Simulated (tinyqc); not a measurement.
Capacitances against the relative permittivity between the lines.

Endless row of lines of width wl, height tl and space sl between grounded planes at distance hd; e2 fills the gaps beside the lines, e1 the rest. Laplace's equation is solved on meshes of 3, 6 and 12 steps per unit u and extrapolated (Aitken), which is good to about 0.2 %. C_even (all lines at 1 V) is the capacitance Cg to the planes; C_odd (neighbours in antiphase) = Cg + 4 Cc if only nearest neighbours couple, which defines Cc; total with quiet neighbours Cg + 2 Cc. Plate values 2 eps0 e1 wl/hd and eps0 e2 tl/sl.

Parameters, values chosen for the exercise:
- e1 = 3 (relative permittivity above and below the lines)
- wl = 4 u (line width, in units u)
- tl = 6 u (line height)
- sl = 8 u (space between lines)
- hd = 8 u (distance to each plane)

Constants: eps0 = 8.8541878128e-12 F/m. Results are converted to the units shown.

The same in every row: plate Cg (aF/um) = 26.6.

Result of one run:

| Cg (aF/um) | Cc (aF/um) | Cg + 2 Cc (aF/um) | C_odd (aF/um) | plate Cc (aF/um) | share of coupling, 2 Cc/(Cg + 2 Cc) (%) |
|---|---|---|---|---|---|
| 67.3 | 15.6 | 98.4 | 130 | 9.96 | 31.7 |

Which relative permittivity between the lines e2 gave this result: 1.5, 2, 2.5, 3.9 or 5?

e2 = 1.5.

The whole series:

| e2 | Cg (aF/um) | Cc (aF/um) | Cg + 2 Cc (aF/um) | C_odd (aF/um) | plate Cc (aF/um) | share of coupling, 2 Cc/(Cg + 2 Cc) (%) |
|---|---|---|---|---|---|---|
| 1 | 65.5 | 12.5 | 90.4 | 115 | 6.64 | 27.5 |
| 1.5 | 67.3 | 15.6 | 98.4 | 130 | 9.96 | 31.7 |
| 2 | 68.6 | 18.8 | 106 | 144 | 13.3 | 35.4 |
| 2.5 | 69.7 | 22.0 | 114 | 158 | 16.6 | 38.7 |
| 3 | 70.6 | 25.2 | 121 | 171 | 19.9 | 41.7 |
| 3.9 | 71.8 | 31.0 | 134 | 196 | 25.9 | 46.4 |
| 5 | 73.0 | 38.2 | 149 | 226 | 33.2 | 51.2 |
| 7 | 74.4 | 51.3 | 177 | 280 | 46.5 | 58.0 |

As e2 goes from 1 to 7, Cg rises from 65.5 to 74.4 aF/um, Cc rises from 12.5 to 51.3 aF/um and the share of coupling rises from 27.5 to 58.0 %. Cg is 2.47 times its plate value in the first row and 2.80 times in the last; for Cc the ratios are 1.88 and 1.10. Neighbours in antiphase raise the load by a factor of 1.28 and 1.58 over quiet ones.

tinyqc, about 1 s, one thread, Intel Xeon 2.30GHz (shared host): `OMP_NUM_THREADS=1 python tinyqc.py 2790101 2790102 out.jsonl`
